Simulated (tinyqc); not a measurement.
# Material parameters from the melting point of the curve

Inverse problem. In a hemispherical model of a phase-change cell the resistance is rho/(2 pi r0), and melting starts where I^2 rho b^2/(32 pi^2 ka r0^2) = Tm - T0. Find rho and ka.

Parameters, values chosen for the exercise:
- T0 = 300 K (ambient temperature)
- Tm = 875 K (melting point)
- r0 = 26 nm (radius of the heater contact)

resistance = 0.45910080 kohm
melting current = 910.78600 uA
b = 1.4732671

Answer. The resistance gives rho, and the melting current then gives ka.

rho = 7.500 mohm cm
ka = 1.100 W/(m K)

Program tinyqc, `OMP_NUM_THREADS=1 python tinyqc.py 2490069 2490070 out.jsonl`; Intel Xeon 2.30GHz, shared host, one thread, about 0.01 s.
